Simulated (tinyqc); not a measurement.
Coverage along the feature as the dose grows: atomic layer deposition: Langmuir saturation, growth per cycle and coating of deep features. Computed by tinyqc, a small Python program. Command: `OMP_NUM_THREADS=1 python tinyqc.py 3029340 3029341 out.jsonl ald walk`. One thread of a shared host (Intel(R) Xeon(R) Processor @ 2.30GHz), about 0.04 s of CPU time with the checks.

Precursor A sticks only on free sites, so a long enough pulse saturates; co-reactant B then frees the sites again.

Inputs (values chosen for the exercise, modelled on titanium nitride from the chloride and ammonia):

| quantity | value | unit |
|---|---|---|
| precursor mass M | 190 | u |
| site density q | 1.8 | 1/nm^2 |
| sticking probability beta on free sites | 0.084 | - |
| precursor pressure p | 10 | Pa |
| temperature T | 250 | C |
| pulse time t | 0.00072 | s |
| desorption energy E_d | 1.91 | eV |
| aspect ratio a | 87 | - |

Feature: long trench.

Constants: u = 1.6605390666e-27 kg; k_B = 1.380649e-23 J/K; k_B = 8.617333262e-05 eV/K.

Method:
- Wall flux F = p/sqrt(2 pi M k_B T); rate of filling k_a = beta F/q; desorption k_d = 1e13 exp(-E_d/(k_B T)) per second. 1/m^2 = 1e-18/nm^2.
- Temperatures in kelvin are T(C) + 273.15.
- Diffusion-limited filling (Gordon) of a long trench of width w, hydraulic diameter 2w, so that a is replaced by a/2 in the hole formula: t = (q/F)(1 + 19a/8 + 3a^2/8). Reaction-limited filling needs ln(100)/k_a at any depth, k_a = beta F/q. Flow is molecular. The front picture holds when the modulus (a/2) sqrt(beta) is well above 1.
- Depth reached by the given pulse: solve the same formula for a. Exposure = p x diffusion-limited time; 1 langmuir = 1.33322e-4 Pa s.
- Continuum model with steady gas transport: d2n/dz2 = 3 beta (1 - th) n/d_h^2 (d_h the hydraulic diameter, n = 1 at the mouth, no flux at the floor, 60 cells), d th/dt = beta F n (1 - th)/q; no desorption. Times are multiples of the larger of the Gordon time and ln(100)/k_a.

diffusion-limited time = 0.0656067 s

time to 99 % without desorption, ln(100)/k_a = 0.00118082 s

flux F = 83570.7 1/(nm^2 s)

modulus = 12.6075

Coverage:

| multiple | t (s) | top cell | quarter depth | half depth | three quarters | floor cell |
|---|---|---|---|---|---|---|
| 0.05 | 0.003280 | 1 | 0.292 | 0.002 | 0.000 | 0.000 |
| 0.10 | 0.006561 | 1 | 0.883 | 0.014 | 0.000 | 0.000 |
| 0.20 | 0.013121 | 1 | 1.000 | 0.229 | 0.001 | 0.000 |
| 0.40 | 0.026243 | 1 | 1.000 | 0.998 | 0.075 | 0.001 |
| 0.60 | 0.039364 | 1 | 1.000 | 1.000 | 0.779 | 0.017 |
| 0.80 | 0.052485 | 1 | 1.000 | 1.000 | 1.000 | 0.239 |
| 1.00 | 0.065607 | 1 | 1.000 | 1.000 | 1.000 | 1.000 |
| 1.30 | 0.085289 | 1 | 1.000 | 1.000 | 1.000 | 1.000 |

At a multiple of 0.2 the coverage is 1.00 at the top and 0.00 at the floor. The walls fill from the top down behind a front whose depth grows as sqrt(t), since the modulus is well above 1. In the last row the floor reaches 1.000. Caution: for a long trench the a/2 rule ignores the ln(a)/a transmission of a slit, so times at large a are too long.
